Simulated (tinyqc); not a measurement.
Worked calculation: epitaxial growth on a vicinal surface: Burton-Cabrera-Frank step flow, step-edge barrier and island nucleation. Computed by tinyqc, a small Python program that keeps every step. Command: `OMP_NUM_THREADS=1 python tinyqc.py 3003862 3003863 out.jsonl stepflow walk`. One thread of a shared host (Intel(R) Xeon(R) Processor @ 2.30GHz), about 0.01 s of CPU time with the checks. Intermediate numbers are printed to about 5 digits and carried at full precision; extremes and crossings named in words are read from the listed rows.

Adatoms land at rate F, hop on a square grid (a simplification for hexagonal faces), desorb, or join steps. Lengths are in units of a and n is the adatom coverage. Steps ascend at x = 0 and descend at x = l.

Inputs (values chosen for the exercise, close to those used for GaAs(001)):
```
quantity                                    value      unit
site spacing a                                  4  angstrom
step height h                                2.83  angstrom
diffusion barrier E_d                        1.33        eV
desorption energy E_a                        2.62        eV
adatom formation energy E_f                 0.933        eV
step-edge barrier E_s                           0        eV
attempt frequency nu                            1       THz
deposition rate F                            0.39  layers/s
miscut angle                                  0.1   degrees
temperature T                                 570         C
critical nucleus size i                         3         -
binding energy of the critical nucleus E_i   0.99        eV
```

Constants: k_B = 8.617333262e-05 eV/K.

## Scales

D = nu exp(-E_d/(k_B T)) (a^2/s, nu counted per direction); tau = exp(E_a/(k_B T))/nu; x_s = sqrt(D tau); n_eq = exp(-E_f/(k_B T)); terrace width l = h/(a tan(miscut)); Schwoebel length l_s = exp(E_s/(k_B T)) - 1. Temperatures in kelvin are T(C) + 273.15.

D = 11224 a^2/s

lifetime tau = 4577.0 s

diffusion length x_s = 7167.6 a

equilibrium coverage n_eq = 2.6495e-06

terrace width l = 405.37 a

Schwoebel length l_s = 0 a

l/x_s = 0.0566: nearly every adatom reaches a step.

## Terrace solution

D n'' - n/tau + F = 0 with n(0) = n_eq and -l_s n'(l) = n(l) - n_eq. With u = n - F tau, A = n_eq - F tau, y = l/x_s, s = l_s/x_s: u = A cosh(x/x_s) + B sinh(x/x_s), B = A (1 - cosh y - s sinh y)/(sinh y + s cosh y). Flux into the ascending step J+ = D B/x_s, over the descending one J- = -(D/x_s)(A sinh y + B cosh y); step velocity J+ + J-; growth rate (J+ + J-)/l. For small y: J+ + J- = (F - n_eq/tau) l, J-/J+ = l/(l + 2 l_s). The coverage peaks where n' = 0, tanh(x/x_s) = -B/A.

J+ = 79.026 atoms per step site and s

J- = 79.026 atoms per step site and s

growth rate = 0.38990 layers/s

peak coverage = 0.71345

position of the peak = 202.68 a

0.027 % of the flux desorbs; even closely spaced steps lose n_eq/tau, 1.5e-7 % of F. The ascending step takes 50.0 %, half, as there is no barrier. Caution: twice the distance from the ascending step to the coverage peak exceeds the expected island spacing [0.25 (F/D)^(i/(i+2)) exp(E_i/((i+2) k_B T))]^(-1/2) by 40 % or more, so islands nucleate and the step-flow values are formal.

## Step flow or islands

Island density on a flat surface without desorption: N = 0.25 (F/D)^(i/(i+2)) exp(E_i/((i+2) k_B T)) per site, with E_i = 0 for i = 1; spacing l_n = N^(-1/2). Step flow needs an effective width l_eff = 2 x(peak) below l_n.

island density N on a flat surface = 0.0080536 per site

island spacing l_n = 11.143 a

ratio l_eff/l_n = 36.378

Islands nucleate on the terraces, and a step-flow solution would overstate the coverage. Caution: the prefactor 0.25 and the criterion are estimates, good to a factor of about two in length.

## Growth mode over temperature

x(peak) solves tanh(x/x_s) = -B/A. Rows where evaporation outweighs deposition are left out.

Scales:
```
T (C)     x_s (a)  l_s (a)  incorporated share  l_n (a)  l_eff/l_n
370    1.1331e+05        0             1.00000    1.322     306.56
420    4.8943e+04        0             0.99999    2.528     160.33
470    2.3668e+04        0             0.99998    4.430      91.49
520    1.2543e+04        0             0.99991    7.234      56.04
570    7.1676e+03        0             0.99973   11.143      36.38
620    4.3606e+03        0             0.99928   16.355      24.79
670    2.7964e+03        0             0.99825   23.047      17.59
720    1.8753e+03        0             0.99612   31.375      12.92
770    1.3068e+03        0             0.99204   41.469       9.78
```

The ratio stays above 1: islands in every row. Incorporation goes from 100.0 % to 99.2 %.

Checks made by the program: growth rate against F minus desorption, from a numerical solution (relative difference below 1e-10).
